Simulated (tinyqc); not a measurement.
Pelgrom slope, floor and doping from two device sizes.

Problem. s^2 = A^2/(L W) + s0^2, with s0 independent of size and A = (q/Cox) sqrt(Na Wd/3) from random dopants alone, Cox = 3.9 eps0/ti. Find A, s0 and Na.

Parameters, values chosen for the exercise:
```
symbol  value  unit                                  meaning
ti        1.6    nm  oxide-equivalent thickness in inversion
```

Constants: q = 1.602176634e-19 C, eps0 = 8.8541878128e-14 F/cm where lengths are in cm. Results are converted to the units shown.

s for gate areas 0.00082 and 0.025 um^2 (mV): 32.9549293  6.17233582
Wd = 34.5452887 nm

Solution. s^2 is linear in 1/area: slope A^2, intercept s0^2.

A = 0.9426 mV um
s0 = 1.600 mV
Na = 1.400e18 cm^-3

Program tinyqc, `OMP_NUM_THREADS=1 python tinyqc.py 2090027 2090028 out.jsonl`; Intel Xeon 2.30GHz, shared host, one thread, about 0.01 s.
